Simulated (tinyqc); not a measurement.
Numerical transform against the formula: Lorentz oscillators and the Kramers-Kronig relations.

eps(E) = 1 + sum_j S_j/(E0_j^2 - E^2 - i G_j E).

Kramers-Kronig: eps1(E) = 1 + (2/pi) P integral_0^infinity E1 eps2(E1)/(E1^2 - E^2) dE1. Maclaurin rule on the grid E_j = j h, j = 1 .. M: eps1(E_i) = 1 + (4 h/pi) sum over j with j - i odd of E_j eps2(E_j)/(E_j^2 - E_i^2); nothing is added above E_M.

Values chosen for the exercise (line positions loosely like those of HfO2; Lorentz tails absorb below the gap, where the real solid is clear; not measured data): E0 = (6.51, 8.15, 11.42) eV (resonances); G = (0.83, 1.41, 4.18) eV (widths); S = (23, 63.7, 112) eV^2 (strengths); h = 1 eV (grid step); M = 30 (grid points E_j = j h).

Every third grid point is listed; the error is the transform minus the formula.

Dielectric function:

| E (eV) | eps2 | eps1 formula | eps1 transform | error |
|---|---|---|---|---|
| 2.00 | 0.130 | 3.499 | 3.191 | -0.308 |
| 5.00 | 0.756 | 4.769 | 5.112 | 0.343 |
| 8.00 | 6.374 | 2.532 | 1.942 | -0.591 |
| 11.00 | 2.678 | 0.110 | -0.050 | -0.160 |
| 14.00 | 0.933 | -0.580 | -0.489 | 0.091 |
| 17.00 | 0.299 | 0.036 | -0.012 | -0.048 |
| 20.00 | 0.137 | 0.367 | 0.400 | 0.032 |
| 23.00 | 0.076 | 0.550 | 0.522 | -0.028 |
| 26.00 | 0.047 | 0.662 | 0.673 | 0.011 |
| 29.00 | 0.031 | 0.736 | 0.710 | -0.026 |

The largest error listed is -0.591 at 8.00 eV. The rule samples every 2h = 2 eV and the narrowest line is 0.83 eV wide, so it is not resolved. The grid ends at 30 eV, where eps2 is still 0.028; the error at the last point listed, nearest the missing tail, is -0.026.

Program tinyqc; command `OMP_NUM_THREADS=1 python tinyqc.py 1650947 1650948 out.jsonl`; about 0.1 s on one thread of a shared Intel(R) Xeon(R) Processor @ 2.30GHz.
